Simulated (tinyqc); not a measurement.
Inside a calculation. Method: MP2 on RHF in the 6-31g basis, for He, spin multiplicity 1. One step of it, computed by the program tinyqc.

Task: Second-order Moller-Plesset energy. E2 = sum_ijab (ia|jb) [2 (ia|jb) - (ib|ja)] / (e_i + e_j - e_a - e_b) over occupied i, j and virtual a, b; the opposite-spin part is (ia|jb)^2 / denominator, the rest is same-spin, and SCS-MP2 scales them by 6/5 and 1/3.

orbital energies (hartree): MO1 -0.914127, MO2 1.399859

Two-electron integrals over orbitals (pq|rs), unique and non-zero (hartree):
```
(11|11) 1.026907    (21|11) -0.316490   (21|21) 0.227670    (22|11) 0.858133
(22|21) -0.255554   (22|22) 0.766363
```

Hartree-Fock energy = -2.85516043 hartree

Give: Terms; Pair energies; MP2 correlation energy; SCS-MP2 correlation energy; MP2 total energy.

Result:

Terms:

| i | j | a | b | (ia\|jb) | (ib\|ja) | denominator | term |
|---|---|---|---|---|---|---|---|
| 1 | 1 | 2 | 2 | 0.228 | 0.228 | -4.628 | -0.011 |

Pair energies (hartree; pair i-j sums ij and ji):

| pair | opposite spin | same spin |
|---|---|---|
| 1-1 | -0.011 | 0.000 |

MP2 correlation energy = -0.01120 hartree

SCS-MP2 correlation energy = -0.01344 hartree

MP2 total energy = -2.86636 hartree
